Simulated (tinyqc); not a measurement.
# p-n diode, drift-diffusion by the Gummel loop with Scharfetter-Gummel fluxes: effects of single changes

Abrupt junction at x = 0, p side from -Lp, n side to Ln, ohmic contacts. psi is counted from the intrinsic level; n = ni exp((psi - phin)/Vt), p = ni exp((phip - psi)/Vt). Contacts: p side psi = V - Vt ln(Na/ni), p = Na, n = ni^2/Na; n side psi = Vt ln(Nd/ni), n = Nd, p = ni^2/Nd. Constant mobilities, D = mu Vt, Boltzmann statistics, SRH recombination through a mid-gap level, U = (n p - ni^2)/(tp (n + ni) + tn (p + ni)). Current is positive from the p contact to the n contact.

Parameters, values chosen for the exercise; band and dielectric values close to those of germanium:

| symbol | value | unit | meaning |
|---|---|---|---|
| T | 300 | K | temperature |
| Eg | 0.66 | eV | band gap |
| eps_r | 15.8 |  | relative permittivity |
| Nc | 1.06e19 | cm^-3 | conduction-band density of states at T |
| Nv | 6.09e18 | cm^-3 | valence-band density of states at T |
| Na | 1.4e17 | cm^-3 | acceptor density of the p side |
| Nd | 9.3e16 | cm^-3 | donor density of the n side |
| mun | 2100 | cm^2/(V s) | electron mobility |
| mup | 1100 | cm^2/(V s) | hole mobility |
| tn | 3e-10 | s | SRH lifetime of electrons |
| tp | 4e-10 | s | SRH lifetime of holes |
| Lp | 2.2 | um | length of the p side |
| Ln | 1.6 | um | length of the n side |
| G | 0 | cm^-3 s^-1 | uniform generation rate |

Constants: q = 1.602176634e-19 C, kB = 1.380649e-23 J/K, Vt = kB T/q, eps0 = 8.8541878128e-14 F/cm where lengths are in cm. Results are converted to the units shown.

Each table varies one quantity; the others keep the values above.

## Current against voltage in the dark

ni = sqrt(Nc Nv) exp(-Eg/(2 Vt)), Eg in volts. Poisson and both continuity equations are solved self-consistently with Scharfetter-Gummel fluxes on a graded mesh of 500 nodes. J_scr is q times the integral of U between -xp and xn. Ideal diffusion current J_id = q ni^2 [Dn coth(wp/Le)/(Le Na) + Dp coth(wn/Lh)/(Lh Nd)] (exp(V/Vt) - 1), Le = sqrt(Dn tn), Lh = sqrt(Dp tp), wp = Lp - xp, wn = Ln - xn, with xp and xn from the depletion approximation (W = sqrt(2 eps0 eps_r (Vbi - V)(1/Na + 1/Nd)/q), xp = W Nd/(Na + Nd), xn = W Na/(Na + Nd), Vbi = Vt ln(Na Nd/ni^2)). Ideality factor = 0.004 V/(Vt ln[J(V + 0.004 V)/J(V)]). Here G = 0.

In this table G = 0 cm^-3 s^-1.

Results:
columns A: V (V); B: J (A/cm^2); C: ideality factor; D: J_scr/J (%); E: J_id (A/cm^2); F: share recombining at the contacts (%); G: larger minority/doping at -xp and xn
```
A         B     C     D       E     F        G
0.12  0.141  1.30  60.1  0.0561  15.9  9.75e-6
0.17  0.658  1.19  40.6   0.391  23.6  6.65e-5
0.2    1.78  1.13  29.9    1.25  27.8  2.10e-4
0.22   3.55  1.10  23.8    2.71  30.2  4.51e-4
0.25   10.3  1.07  16.5    8.63  33.0  0.00141
0.27   21.2  1.06  12.8    18.7  34.5  0.00301
0.3    63.4  1.06  8.58    59.7  36.2  0.00917
0.32    131  1.09  6.49     129  37.2   0.0189
```

Estimate the missing row, V = 0.15 V.

Computed row:
columns A: V (V); B: J (A/cm^2); C: ideality factor; D: J_scr/J (%); E: J_id (A/cm^2); F: share recombining at the contacts (%); G: larger minority/doping at -xp and xn
```
A         B     C     D      E     F        G
0.15  0.349  1.24  48.4  0.180  20.6  3.09e-5
```

With this row back in the table: J rises from 0.141 to 131 A/cm^2; the ideality factor goes from 1.30 through a minimum of 1.06 (at V = 0.27 V among the rows listed) to 1.09. Recombination in the depleted layer carries over half of the current up to V = 0.12 V, where the factor is 1.30; it grows roughly as exp(V/2 Vt), so diffusion overtakes it. Where the factor is lowest (V = 0.27 V), J is 14 % above the ideal diffusion current.

## Effect of the hole mobility at fixed bias

Same model as above.

In this table V = 0.24 V.

Effect of the hole mobility at fixed bias:
columns A: mup (cm^2/(V s)); B: J (A/cm^2); C: ideality factor; D: J_scr/J (%); E: J_id (A/cm^2); F: share recombining at the contacts (%); G: larger minority/doping at -xp and xn
```
A        B     C     D     E     F        G
110   5.07  1.13  26.3  3.78  20.7  9.31e-4
180   5.32  1.12  25.2  4.01  20.5  9.44e-4
300   5.65  1.11  23.8  4.33  21.3  9.53e-4
490   6.06  1.10  22.2  4.74  23.6  9.60e-4
810   6.68  1.09  20.2  5.35  28.1  9.64e-4
1300  7.53  1.08  17.9  6.21  34.8  9.67e-4
2200  9.04  1.06  14.9  7.72  44.6  9.69e-4
```

As mup rises from 110 to 2200, J rises from 5.07 to 9.04 A/cm^2, the share of the depleted layer falls from 26.3 to 14.9 % and the share lost at the contacts goes from 20.7 through a minimum of 20.5 (at mup = 180 among the rows listed) to 44.6 %. The exponent d ln J/d ln mup is 0.10 between the first two rows and 0.35 between the last two. J less J_scr is 0.37 % below J_id in the last row.

tinyqc, about 0.2 s, one thread, Intel Xeon 2.30GHz (shared host): `OMP_NUM_THREADS=1 python tinyqc.py 2240031 2240032 out.jsonl`
